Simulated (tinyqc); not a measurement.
Inside a calculation. Method: extended Hueckel theory, for BeH2+. The parameters take no account of the charge, which enters only through the electron count. One step of it, computed by the program tinyqc.

Question. Wolfsberg-Helmholz matrix. H_ij = K' S_ij (H_ii + H_jj)/2 for i != j (the diagonal keeps H_ii), with K' = 1.75.

overlap S, order 1Be 2s, 1Be 2px, 1Be 2py, 1Be 2pz, 2H 1s, 3H 1s:
$$\begin{pmatrix}
1.000000 & 0.000000 & 0.000000 & 0.000000 & 0.476382 & 0.476382 \\
0.000000 & 1.000000 & 0.000000 & 0.000000 & 0.000000 & 0.000000 \\
0.000000 & 0.000000 & 1.000000 & 0.000000 & 0.556453 & -0.556453 \\
0.000000 & 0.000000 & 0.000000 & 1.000000 & 0.000000 & 0.000000 \\
0.476382 & 0.000000 & 0.556453 & 0.000000 & 1.000000 & 0.039727 \\
0.476382 & 0.000000 & -0.556453 & 0.000000 & 0.039727 & 1.000000
\end{pmatrix}$$

diagonal H_ii (eV): 1Be 2s -10.000000, 1Be 2px -6.000000, 1Be 2py -6.000000, 1Be 2pz -6.000000, 2H 1s -13.600000, 3H 1s -13.600000

K = 1.750000

Give: H.

Answer.

H (eV), order 1Be 2s, 1Be 2px, 1Be 2py, 1Be 2pz, 2H 1s, 3H 1s:
$$\begin{pmatrix}
-10.0000 & 0.0000 & 0.0000 & 0.0000 & -9.8373 & -9.8373 \\
0.0000 & -6.0000 & 0.0000 & 0.0000 & 0.0000 & 0.0000 \\
0.0000 & 0.0000 & -6.0000 & 0.0000 & -9.5432 & 9.5432 \\
0.0000 & 0.0000 & 0.0000 & -6.0000 & 0.0000 & 0.0000 \\
-9.8373 & 0.0000 & -9.5432 & 0.0000 & -13.6000 & -0.9455 \\
-9.8373 & 0.0000 & 9.5432 & 0.0000 & -0.9455 & -13.6000
\end{pmatrix}$$
